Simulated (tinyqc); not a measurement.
# Worked calculation: depletion-mode phase shifter in a rib waveguide and its Mach-Zehnder modulator

Numbers from tinyqc (`OMP_NUM_THREADS=1 python tinyqc.py 2650106 2650107 out.jsonl`; about 0.01 s on one thread of a shared Intel Xeon 2.30GHz). Printed values are rounded.

A lateral p-n junction at x0 in a waveguide whose mode intensity is a Gaussian of rms width s about x = 0; p side at smaller x. Reverse bias removes carriers and raises the index. Abrupt junction, doping uniform over the whole mode, lumped electrode (no travelling-wave effects).

Values chosen for this exercise; values close to those of silicon near 1550 nm: wavelength lam = 1565 nm; relative permittivity of the semiconductor eps_r = 11.7; acceptor density Na = 1.8e18 cm^-3; donor density Nd = 4.8e17 cm^-3; built-in voltage Vb = 0.89 V; rms width of the lateral mode intensity s = 130 nm; junction offset towards the n side x0 = 60 nm; vertical confinement times ng/n G = 0.8; rib height hr = 310 nm; fringe capacitance Cf = 45 pF/m; series resistance Rs = 11.3 ohm mm; length of the phase shifter L = 2 mm; reverse bias V = 2 V; passive loss a0 = 1.8 dB/cm.

Constants: q = 1.602176634e-19 C, eps0 = 8.8541878128e-14 F/cm where lengths are in cm. Results are converted to the units shown.

## Index and absorption of the doped regions

Free-carrier changes (empirical, N and P in cm^-3): |dn| = 8.5e-18 P^0.8 for holes, 8.8e-22 N for electrons; absorption 6e-18 P and 8.5e-18 N in 1/cm.

dn_h = 0.003416937
dn_e = 0.0004224
a_h = 10.8 1/cm
a_e = 4.08 1/cm

Index change per unit absorption: holes 3.16 um, electrons 1.04 um, a ratio of 3.06.

## Depletion edges and mode overlap

W = sqrt(2 eps0 eps_r (Vb + V)(1/Na + 1/Nd)/q); edges xp = x0 - W Nd/(Na + Nd), xn = x0 + W Na/(Na + Nd); F(x) = [1 + erf(x/(sqrt(2) s))]/2.

W at 0 and at V (nm): [55.11028, 99.30853]

| edge | edge (nm) | F |
|---|---|---|
| xp(0) | 48.39783 | 0.6451619 |
| xn(0) | 103.5081 | 0.7870468 |
| xp(V) | 39.09294 | 0.6181841 |
| xn(V) | 138.4015 | 0.8564776 |

## Index shift, efficiency, loss and bandwidth

dneff = G {dn_h [F(xp(0)) - F(xp(V))] + dn_e [F(xn(V)) - F(xn(0))]}; VpiL = lam V/(2 dneff); loss = a0 + 4.343 G {a_h F(xp) + a_e [1 - F(xn)]} dB/cm at V; C = eps0 eps_r hr/W + Cf; fRC = 1/(2 pi Rs C).

dneff = 9.720734e-5
VpiL = 1.609961 V cm
loss = 27.03095 dB/cm
C = 368.3774 pF/m
fRC = 38.23391 GHz

The product VpiL x loss is 43.5 V dB.

## Mach-Zehnder modulator

One arm driven from 0 to V: phase 2 pi dneff L/lam; biased at quadrature the output swings between [1 -+ sin(phase/2)]/2; extinction ratio in dB; insertion loss = loss x L.

phase = 0.2484533 pi
extinction ratio = 3.479318 dB
insertion loss = 5.406190 dB
